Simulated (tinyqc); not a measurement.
Permeation of metal atoms or ions through a thin barrier or dielectric: time lag, field-aided drift and lifetime: one step, computed by the program tinyqc. Command: `OMP_NUM_THREADS=1 python tinyqc.py 3006254 3006255 out.jsonl barrier walk`. One thread of a shared host (Intel(R) Xeon(R) Processor @ 2.30GHz), about 0.01 s of CPU time with the checks.

The film 0 < x < d is empty at first; C = C0 at x = 0 and C = 0 at x = d. dC/dt = D d2C/dx2 - v dC/dx with drift v = D z e V/(k_B T d) (uniform field, no space charge).

Question. Time to the critical dose. Steady flux J = (D C0/d) P/(1 - exp(-P)); time lag in units of d^2/D: s_L = [P (1 + exp(-P))/(1 - exp(-P)) - 2]/P^2 (P = 0: J = D C0/d, s_L = 1/6). Dose through the film Q(s) = C0 d {f (s - s_L) - 2 exp(P/2) sum_(n=1..200) (-1)^n n^2 pi^2 exp(-l_n s)/l_n^2}, l_n = n^2 pi^2 + P^2/4, f = P/(1 - exp(-P)) the relative flux. Temperatures in kelvin are T(C) + 273.15. Solve Q = Q_c for s. At the use temperature D and P take T_u, with the same C0 and V; 1 year = 3.15576e7 s.

Inputs (values chosen for the exercise, for a model case: doubly charged vacancies through an oxide):

| quantity | value | unit |
|---|---|---|
| thickness d | 39 | nm |
| prefactor D0 | 0.41 | cm^2/s |
| activation energy E | 1.29 | eV |
| concentration at the source side C0 | 1.4e+14 | 1/cm^3 |
| charge number z | 2 | - |
| voltage V (positive drives ions across) | -0.059 | V |
| critical dose Q_c | 5e+08 | 1/cm^2 |
| test temperature T | 125 | C |
| use temperature T_u | 70 | C |

Peclet number P = -3.439239

time scale d^2/D = 790953.1 s

Constants: k_B = 8.617333262e-05 eV/K.

Give: s at the critical dose; failure time at T; failure time at T_u.

Answer.

s at the critical dose = 8.1724

failure time at T = 6.4640e+06 s

failure time at T_u = 127.84 years

Caution: grain boundaries, pinholes, trapping and space charge are left out; thin real barriers usually fail at defects.
